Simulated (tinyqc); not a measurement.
Tight binding, honeycomb lattice, step by step. One step of it, computed by the program tinyqc.

Problem. Levels at k. Diagonalise the Hermitian matrix.

H(k) at k (eV):
```
                    A                   B
A            0.000000  0.360673-1.195023i
B  0.360673+1.195023i            0.000000
```

Give: eigenvalues; weights |c|^2 of the basis functions.

Solution.

eigenvalues (eV): -1.248  1.248

weights |c|^2 of the basis functions:
```
   band 1  band 2
A   0.500   0.500
B   0.500   0.500
```
